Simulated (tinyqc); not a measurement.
Inside a calculation. Model: MOSFET with velocity saturation and source resistance.

Computed by the program tinyqc: `OMP_NUM_THREADS=1 python tinyqc.py 2500115 2500116 out.jsonl`, one thread of a shared Intel Xeon 2.30GHz, about 0.01 s for the whole run. Printed values are rounded.

Strong inversion, charge Q = Cox (Vg - m V) at channel potential V with Vg the gate overdrive, and drift velocity v = mu E/(1 + mu E/vsat). Integrating along the channel gives I = mu Cox (1/L)(Vg Vd - m Vd^2/2)/(1 + Vd/Vc) per width, Vc = vsat L/mu, which peaks at Vdsat. Units: I in uA/um, Rs in ohm um, so the drop over Rs is 1e-6 I Rs volts.

Values chosen for this exercise:
- Cox = 2.03 uF/cm^2 (gate capacitance)
- mu0 = 510 cm^2/(V s) (mobility at low gate voltage)
- th = 0.4 1/V (mobility degradation)
- vsat = 1.2e7 cm/s (saturation velocity)
- m = 1.39 (body factor)
- VT = 0.48 V (threshold)
- L = 0.1 um (channel length)
- Rs = 900 ohm um (source resistance)
- Vgs = 1.8 V (gate voltage)

## Saturation without source resistance

Vg = Vgs - VT (0 if negative), mu = mu0/(1 + th Vg), Vc = vsat L/mu, x = sqrt(1 + 2 Vg/(m Vc)), Vdsat = 2 Vg/(m (1 + x)), Isat = Cox vsat Vg (x - 1)/(x + 1) per width. Long-channel limit: mu Cox Vg^2/(2 m L); short-channel limit: Cox vsat Vg.

Vg = 1.32 V
mu = 333.7696 cm^2/(V s)
Vc = 0.3595294 V
Vdsat = 0.5416413 V
Isat = 1381.501 uA/um
long-channel limit = 4246.645 uA/um
short-channel limit = 3215.520 uA/um

Isat is 0.325 of the long-channel and 0.430 of the short-channel limit.

## Iteration 1: saturation current with source resistance

I at the start = 0 uA/um

Vg = Vgs - I Rs - VT (0 if negative), mu = mu0/(1 + th Vg), Vc = vsat L/mu, x = sqrt(1 + 2 Vg/(m Vc)), Vdsat = 2 Vg/(m (1 + x)), Isat = Cox vsat Vg (x - 1)/(x + 1) per width. I(new) = Isat.

Vg = 1.32 V
mu = 333.7696 cm^2/(V s)
Vc = 0.3595294 V
Vdsat = 0.5416413 V
Isat = 1381.501 uA/um
I after iteration 1 = 1381.501 uA/um

## Iteration 2: saturation current with source resistance

As before.

Vg = 0.07664915 V
mu = 494.8287 cm^2/(V s)
Vc = 0.2425082 V
Vdsat = 0.04999072 V
Isat = 17.44675 uA/um
I after iteration 2 = 17.44675 uA/um

## Course of the iteration: saturation current with source resistance

Stop when I changes by less than 1e-6 uA/um, or after 25 iterations.

Course of the iteration:

| iteration | I (uA/um) | \|change\| (uA/um) |
|---|---|---|
| 1 | 1381.501 | 1380 |
| 2 | 17.44675 | 1360 |
| 3 | 1360.793 | 1340 |
| 4 | 25.74654 | 1340 |
| 5 | 1350.953 | 1330 |
| 6 | 30.11527 | 1320 |
| 7 | 1345.777 | 1320 |
| 8 | 32.51581 | 1310 |
| 9 | 1342.934 | 1310 |
| ... | ... | ... |
| 17 | 1339.617 | 1300 |
| 18 | 35.46104 | 1300 |
| 19 | 1339.446 | 1300 |
| 20 | 35.54397 | 1300 |
| 21 | 1339.348 | 1300 |
| 22 | 35.59171 | 1300 |
| 23 | 1339.292 | 1300 |
| 24 | 35.61921 | 1300 |
| 25 | 1339.259 | 1300 |

Not converged within 25 iterations. The value swings between 35.62 and 1339 for good. At the solution, 645.6 uA/um, gm Rs is 1.07 with gm the intrinsic transconductance: above one, so substitution overshoots. A rerun with the update damped to 0.5 converges in 8 iterations.
